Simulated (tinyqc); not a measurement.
Ballistic transport through the one-dimensional subbands of a rectangular nanowire or nanosheet channel: one step, computed by the program tinyqc.

Hard walls, parabolic subbands, transport along x. Energies are counted from the bulk conduction band edge at the top of the barrier, which the gate pulls down by U; the source Fermi level lies at the bulk edge when U = 0.

Question. Conductance, capacitance and scattering. Linear conductance G = (2 e^2/h) sum_i g f(eta_i), g = 1, f = 1/(1 + exp(-eta_i)), with the barrier frozen at the eta_i above; current per perimeter I/(2(a + b)); with scattering, transmission lambda/(lambda + L) and low-bias resistance (1 + L/lambda)/G.

Inputs (values chosen for the exercise, modelled on GaN):

| quantity | value | unit |
|---|---|---|
| height a | 3.1 | nm |
| width b | 5.8 | nm |
| temperature T | 300 | K |
| mean free path for back-scattering lambda | 18 | nm |
| channel length L | 26 | nm |

Valleys: single isotropic valley.

Occupation:

| subband | eta_i | n_i (1/nm) | I_i (microampere) |
|---|---|---|---|
| 1 | 5.29199 | 2.582986e-01 | 1.061009e+01 |
| 2 | -1.53518 | 1.898870e-02 | 3.907678e-01 |
| 3 | -12.91378 | 2.495590e-07 | 4.935201e-06 |
| 4 | -18.60663 | 8.410059e-10 | 1.663146e-08 |
| 5 | -25.43380 | 9.115915e-13 | 1.802734e-11 |
| 6 | -28.84382 | 3.011921e-14 | 5.956278e-13 |
| 7 | -36.81240 | 1.042643e-17 | 2.061898e-16 |
| 8 | -49.32531 | 3.835723e-23 | 7.585403e-22 |
| 9 | -52.74244 | 1.258361e-24 | 2.488494e-23 |
| 10 | -58.43767 | 4.230598e-27 | 8.366296e-26 |

ballistic current I = 11.00087 microampere

Constants: e = 1.602176634e-19 C; h = 6.62607015e-34 J s.

Give: open modes sum g f; ballistic conductance; current per perimeter; transmission; low-bias resistance with scattering.

Answer.

open modes sum g f = 1.172

ballistic conductance = 90.83 microsiemens

current per perimeter = 618.0 microampere/micrometre

transmission = 0.4091

low-bias resistance with scattering = 26.91 kiloohm

Even without scattering the wire has h/(2 e^2 M) = 11.01 kiloohm, which sits in the contacts.
